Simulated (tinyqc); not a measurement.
Q-state Potts model on a small periodic square lattice: enumeration, Metropolis, heat-bath and Wolff steps: one step, computed by the program tinyqc.

E = -J x (number of nearest-neighbour bonds with equal states); n x n sites with periodic edges have 2 n^2 bonds. Order parameter m = (q f - 1)/(q - 1), f being the largest share of one state. Sites are numbered row by row from 0. Here q = 3 and n = 3.

Question. One Wolff cluster. Seed site = floor(r n^2); new state = (old + 1 + floor(r (q - 1))) mod q. Sites are taken first in, first out; each neighbour (right, left, below, above) with the seed state and not yet in the cluster joins if the next r < p. The cluster then takes the new state.

Update: Wolff cluster.

start states:
```
   1  2  3
1  0  2  0
2  0  0  1
3  1  1  1
```

random numbers, used in turn: 0.1848  0.3386  0.0084  0.1429  0.7941  0.4244  0.9855  0.1916  0.5870  0.2045  0.3978  0.2342  0.1050  0.8881  0.2347  0.5844  0.1746  0.4554  0.7042  0.5538  0.1517  0.8364  0.8312  0.6528  0.7977  0.4460  0.0218  0.5652  0.1648  0.1004  0.1268  0.9379  0.4079  0.5393  0.8487  0.4185  0.8254  0.0159

Give: the table «Bonds tested» with the columns to, r, result, for from = -; seed site; cluster size; states afterwards.

Answer.

Bonds tested:

| from | to | r | result |
|---|---|---|---|
| - | - | - | no equal neighbour |

seed site = 1

cluster size = 1

states afterwards:
```
   1  2  3
1  0  0  0
2  0  0  1
3  1  1  1
```
